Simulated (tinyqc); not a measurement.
Equation-of-state fits to an energy-volume table made by a known binding curve: one step, computed by the program tinyqc. Command: `OMP_NUM_THREADS=1 python tinyqc.py 3009922 3009923 out.jsonl eosfit walk`. One thread of a shared host (Intel(R) Xeon(R) Processor @ 2.30GHz), about 0.02 s of CPU time with the checks.

With x = (V/V_0)^(1/3), the energy per atom is E = D [exp(-2 eta (x - 1)) - 2 exp(-eta (x - 1))], so that B0 = 2 D eta^2/(9 V_0) and B' = 1 + eta. B' = dB/dP at P = 0.

Problem. Errors of the Birch-Murnaghan fit. Third-order Birch-Murnaghan is a cubic in u = V^(-2/3): fit it by linear least squares, find the minimum, and take B0 = V E''(V), B' = -1 - V E'''/E'' there. Errors are fitted minus exact, relative; the pressure at c V_0 uses P = (3 B0/2) (x^7 - x^5) [1 + (3/4)(B' - 4)(x^2 - 1)], x = (V0/V)^(1/3) with the fitted values.

Inputs (values chosen for the exercise, for a model crystal): true volume V_0 = 24.7 angstrom^3/atom; compression V/V_0 for the pressure test = 0.75.

Binding curve: Morse. Noise: added.

fitted B0 = 68.93343 GPa

exact B0 = 68.21832 GPa

fitted B' = 5.023468

exact B' = 4.18

fitted V0 = 24.69896 angstrom^3

exact pressure at c V_0 = 35.18873 GPa

Give: error of B0; error of B'; fitted pressure at c V_0; error of that pressure.

Solution.

error of B0 = 1.0483 %

error of B' = 20.179 %

fitted pressure at c V_0 = 41.029 GPa

error of that pressure = 16.596 %
